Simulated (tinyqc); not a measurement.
Worked calculation: Rayleigh-quotient iteration on a symmetric matrix. One step of it, computed by the program tinyqc.

Question. Step 3. solve (A - shift) w = v; v' = w/|w| with its largest component positive (the first on a tie); lambda = v'^T A v'; the next shift is lambda.

A:
```
           1         2          3
1   0.035000  0.075000  -0.097000
2   0.075000  0.650000   0.012000
3  -0.097000  0.012000   1.141000
```

vector after step 2: 0.986131  -0.145959  0.079000

Rayleigh quotient after step 2 = 0.018024

Give: vector after step 3; Rayleigh quotient after step 3.

Answer.

vector after step 3: 0.989  -0.119  0.087

Rayleigh quotient after step 3 = 0.017
